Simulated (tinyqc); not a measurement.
Index ratio and exit index from two stacks.

Question. A quarter-wave stack has T0 = 4 y/(1 + y)^2 with y = (ns/n0)(nH/nL)^(2 N), and y > 1 here. Find nH/nL and ns/n0.

T0 for N = 3 and 5 pairs (%): 1.300182414  0.03778689613

Answer. sqrt(1 - T0) = |1 - y|/(1 + y) gives y for each stack; two more pairs multiply y by (nH/nL)^4.

nH/nL = 2.43
ns/n0 = 1.50

Computed by the program tinyqc: `OMP_NUM_THREADS=1 python tinyqc.py 2650103 2650104 out.jsonl`, one thread of a shared Intel Xeon 2.30GHz, about 0.01 s for the whole run.
